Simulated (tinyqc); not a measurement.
Four-point probe, van der Pauw, Hall and spreading-resistance readings of a semiconductor layer: one step, computed by the program tinyqc. Command: `OMP_NUM_THREADS=1 python tinyqc.py 3111154 3111155 out.jsonl probe walk`. One thread of a shared host (Intel(R) Xeon(R) Processor @ 2.30GHz), about 0.01 s of CPU time with the checks.

The layer is uniform and ohmic; contacts are points unless a radius is given.

Problem. Hall reading. V_H = r_H I B/(e n t); apparent density n/r_H; Hall mobility r_H mu; Hall angle tan = r_H mu B (SI).

Inputs (values chosen for the exercise, modelled on p-type silicon): carrier density n = 1e+19 1/cm^3; drift mobility mu = 57.3 cm^2/(V s); layer thickness t = 1500 micrometre; current I = 0.04 mA; magnetic field B = 1.1 T; Hall factor r_H = 0.72.

Backing of the layer: insulating.

Constants: e = 1.602176634e-19 C.

Give: Hall voltage; apparent density; Hall mobility; tangent of the Hall angle.

Solution.

Hall voltage = 1.3182e-05 mV

apparent density = 1.3889e+19 1/cm^3

Hall mobility = 41.256 cm^2/(V s)

tangent of the Hall angle = 0.0045382
